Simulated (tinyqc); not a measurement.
Inside a calculation. Method: UHF in the sto-6g basis, for Be, spin multiplicity 1. One step of it, computed by the program tinyqc.

Task: Iteration 2: building the Fock matrix. J_ij = sum D_kl (ij|kl) with D = D(alpha) + D(beta), K_ij = sum D_kl (ik|jl) for each spin; F = H + J - K(s); E = tr D H + tr D J / 2 - 0.5 sum_s tr D(s) K(s) + E_nn.

D(alpha) after iteration 1, lower triangle:
```
            1Be 1s    1Be 2s   1Be 2px   1Be 2py   1Be 2pz
1Be 1s    1.059301
1Be 2s   -0.234132  0.924191
1Be 2px  -0.093468  0.354256  0.135805
1Be 2py   0.000000  0.000000  0.000000  0.000000
1Be 2pz   0.000000  0.000000  0.000000  0.000000  0.000000
```

D(beta) after iteration 1, lower triangle:
```
            1Be 1s     1Be 2s   1Be 2px   1Be 2py   1Be 2pz
1Be 1s    1.059301
1Be 2s   -0.234132   0.924191
1Be 2px   0.093468  -0.354256  0.135805
1Be 2py   0.000000   0.000000  0.000000  0.000000
1Be 2pz   0.000000   0.000000  0.000000  0.000000  0.000000
```

core Hamiltonian H = T + V (hartree), lower triangle:
```
            1Be 1s     1Be 2s    1Be 2px    1Be 2py    1Be 2pz
1Be 1s   -7.946038
1Be 2s   -1.858116  -2.079966
1Be 2px   0.000000   0.000000  -1.638720
1Be 2py   0.000000   0.000000   0.000000  -1.638720
1Be 2pz   0.000000   0.000000   0.000000   0.000000  -1.638720
```

Two-electron integrals (ij|kl) in chemists' order, unique and non-zero (hartree):
```
(11|11) 2.299996   (21|11) 0.361879   (21|21) 0.071926   (22|11) 0.570332
(22|21) 0.139654   (22|22) 0.417773   (31|31) 0.015252   (32|31) 0.022555
(32|32) 0.092340   (33|11) 0.570332   (33|21) 0.139654   (33|22) 0.417773
(33|33) 0.450117   (41|41) 0.015252   (42|41) 0.022555   (42|42) 0.092340
(43|43) 0.024258   (44|11) 0.570332   (44|21) 0.139654   (44|22) 0.417773
(44|33) 0.401601   (44|44) 0.450117   (51|51) 0.015252   (52|51) 0.022555
(52|52) 0.092340   (53|53) 0.024258   (54|54) 0.024258   (55|11) 0.570332
(55|21) 0.139654   (55|22) 0.417773   (55|33) 0.401601   (55|44) 0.401601
(55|55) 0.450117
```

nuclear repulsion = 0 hartree

Give: Coulomb J; exchange K(alpha); exchange K(beta); F(alpha); F(beta); total energy of this density.

Result:

Coulomb J (hartree), lower triangle:
```
         1Be 1s  1Be 2s  1Be 2px  1Be 2py  1Be 2pz
1Be 1s    5.743
1Be 2s    0.995   1.963
1Be 2px   0.000   0.000    1.972
1Be 2py   0.000   0.000    0.000    1.959
1Be 2pz   0.000   0.000    0.000    0.000    1.959
```

exchange K(alpha) (hartree), lower triangle:
```
         1Be 1s  1Be 2s  1Be 2px  1Be 2py  1Be 2pz
1Be 1s    2.335
1Be 2s    0.365   0.409
1Be 2px   0.003   0.166    0.152
1Be 2py   0.000   0.000    0.000    0.094
1Be 2pz   0.000   0.000    0.000    0.000    0.094
```

exchange K(beta) (hartree), lower triangle:
```
         1Be 1s  1Be 2s  1Be 2px  1Be 2py  1Be 2pz
1Be 1s    2.335
1Be 2s    0.365   0.409
1Be 2px  -0.003  -0.166    0.152
1Be 2py   0.000   0.000    0.000    0.094
1Be 2pz   0.000   0.000    0.000    0.000    0.094
```

F(alpha) (hartree), lower triangle:
```
         1Be 1s  1Be 2s  1Be 2px  1Be 2py  1Be 2pz
1Be 1s   -4.539
1Be 2s   -1.228  -0.526
1Be 2px  -0.003  -0.166    0.181
1Be 2py   0.000   0.000    0.000    0.226
1Be 2pz   0.000   0.000    0.000    0.000    0.226
```

F(beta) (hartree), lower triangle:
```
         1Be 1s  1Be 2s  1Be 2px  1Be 2py  1Be 2pz
1Be 1s   -4.539
1Be 2s   -1.228  -0.526
1Be 2px   0.003   0.166    0.181
1Be 2py   0.000   0.000    0.000    0.226
1Be 2pz   0.000   0.000    0.000    0.000    0.226
```

total energy of this density = -14.50323 hartree
